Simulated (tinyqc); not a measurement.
Inside a calculation. Model: nudged elastic band on a two-dimensional model surface. Computed by tinyqc, a small Python program that keeps every step. Command: `OMP_NUM_THREADS=1 python tinyqc.py 3015458 3015459 out.jsonl neb walk`. One thread of a shared host (Intel(R) Xeon(R) Processor @ 2.30GHz), about 0.2 s of CPU time with the checks. Intermediate numbers are printed to about 6 digits and carried at full precision; extremes and crossings named in words are read from the listed rows.

V(x, y) = -A (cos kx + cos ky) - B cos kx cos ky + (C sin ky + S sin kx)(1 - cos kx), k = 2 pi/a; the atom hops from the minimum at (0, 0) to that at (a, 0).

Inputs (values chosen for the exercise, for a model surface):
```
quantity              value           unit
amplitude A             0.2             eV
amplitude B           0.041             eV
skew C                0.042             eV
asymmetry S          -0.014             eV
period a                2.6       angstrom
movable images n          6              -
spring constant k_s    0.23  eV/angstrom^2
step factor eta        0.26  angstrom^2/eV
iteration cap           600              -
```

Surface: adatom on a square lattice. Climbing image: on.

## Stationary points

Newton steps x(new) = x - H^-1 grad V (moves limited to 0.3 angstrom) from (0, 0), (a, 0) and (a/2, 0) give the two minima and the saddle.

positions (angstrom):
```
              x         y
start   0.00000   0.00000
end     2.60000   0.00000
saddle  1.35252  -0.20008
```

energies (eV): start -0.441000, end -0.441000, saddle 0.021962

barrier from the start = 0.462962 eV

## Straight-line start

Images are spaced evenly on the line between the minima.

images at the start (angstrom):
```
               x        y
image 1  0.37143  0.00000
image 2  0.74286  0.00000
image 3  1.11429  0.00000
image 4  1.48571  0.00000
image 5  1.85714  0.00000
image 6  2.22857  0.00000
```

energies above the start (eV): 0.086618  0.277941  0.446586  0.469681  0.311314  0.094860

The highest image lies +0.0067 eV from the true barrier.

## Iteration 1

Tangent at image i: towards the higher neighbour if the energies rise or fall through i; at a maximum or minimum, tau = t+ dmax + t- dmin if V(i+1) > V(i-1), else t+ dmin + t- dmax, with t+ = R(i+1) - R(i), t- = R(i) - R(i-1) and dmax, dmin the larger and smaller of |V(i+1) - V(i)| and |V(i-1) - V(i)|; then normalise. Force F = -grad V + (grad V.tau) tau + k_s (|t+| - |t-|) tau. With a climbing image, the highest image feels instead F = -grad V + 2 (grad V.tau) tau and no spring. Update R(new) = R + eta F; the end points stay fixed.

unit tangents:
```
         x  y
image 1  1  0
image 2  1  0
image 3  1  0
image 4  1  0
image 5  1  0
image 6  1  0
```

forces (eV/angstrom):
```
                 x          y
image 1   0.000000  -0.038215
image 2   0.000000  -0.124083
image 3   0.000000  -0.192944
image 4  -0.201119  -0.192944
image 5   0.000000  -0.124083
image 6   0.000000  -0.038215
```

images after iteration 1 (angstrom):
```
               x         y
image 1  0.37143  -0.00994
image 2  0.74286  -0.03226
image 3  1.11429  -0.05017
image 4  1.43342  -0.05017
image 5  1.85714  -0.03226
image 6  2.22857  -0.00994
```

## Iteration 2

The formulas are those given above.

unit tangents:
```
               x         y
image 1  0.99820  -0.06000
image 2  0.99884  -0.04815
image 3  1.00000   0.00000
image 4  0.99996   0.00866
image 5  0.99911   0.04222
image 6  0.99820   0.06000
```

forces (eV/angstrom):
```
                 x          y
image 1  -0.002910  -0.050475
image 2  -0.005521  -0.113391
image 3  -0.012126  -0.143874
image 4  -0.118698  -0.151307
image 5  -0.007208  -0.112708
image 6   0.003116  -0.053903
```

images after iteration 2 (angstrom):
```
               x         y
image 1  0.37067  -0.02306
image 2  0.74142  -0.06174
image 3  1.11113  -0.08757
image 4  1.40256  -0.08951
image 5  1.85527  -0.06157
image 6  2.22938  -0.02395
```

## All iterations

Start on the straight line; stop when the largest force is below 1e-4 or above 1e6 eV/angstrom.

Course of the band:
```
iteration  highest image (eV)  largest force (eV/angstrom)
1                    0.469681                  2.78704e-01
2                    0.469510                  1.92310e-01
3                    0.467381                  1.34565e-01
4                    0.465625                  9.51046e-02
5                    0.464486                  6.76762e-02
6                    0.463810                  4.83910e-02
7                    0.463427                  3.68360e-02
8                    0.463214                  2.90077e-02
9                    0.463098                  2.33754e-02
...                       ...                          ...
127                  0.462962                  1.30031e-04
128                  0.462962                  1.25475e-04
129                  0.462962                  1.21078e-04
130                  0.462962                  1.16835e-04
131                  0.462962                  1.12742e-04
132                  0.462962                  1.08791e-04
133                  0.462962                  1.04979e-04
134                  0.462962                  1.01301e-04
135                  0.462962                  9.77513e-05
```

Band at the end:
```
image  x (angstrom)  y (angstrom)    E (eV)
0           0.00000      0.000000  0.000000
1           0.33405     -0.078765  0.072907
2           0.67072     -0.143902  0.235199
3           1.01063     -0.185832  0.394060
4           1.35252     -0.200080  0.462962
5           1.77311     -0.165824  0.350256
6           2.18956     -0.097828  0.116184
7           2.60000      0.000000  0.000000
```

energy of the highest image = 0.462962 eV

iterations = 135

largest force at the end = 9.77513e-05 eV/angstrom

Converged in 135 iterations. The climbing image sits on the saddle, so its energy is the barrier.

## Plain band against climbing image

Images are counted without the end points, and convergence is judged on the largest force on an image. Each run starts on the straight line with the same k_s and eta, for at most 1500 iterations; errors are against the Newton saddle; a dash marks a run that did not reach 1e-4 eV/angstrom.

Error of the highest image (meV) and iterations:
```
images  plain, error  plain, iterations  climbing, error  climbing, iterations
2            -95.892                 24                0                    58
3             -1.778                 28                0                    44
4            -29.567                 28                0                    93
5             -1.772                 40                0                    73
6            -12.309                 45                0                   135
8             -5.907                 62                0                   169
10            -3.045                 73                0                   198
```

The plain band underestimates the barrier by 1.77 to 95.89 meV, depending on how near an image falls to the saddle (worst for 2 images, best for 5). The climbing image is within about 0.001 meV in every converged run, so few images suffice for the barrier.

Checks made by the program: climbing image against the Newton saddle (relative difference below 1e-10).
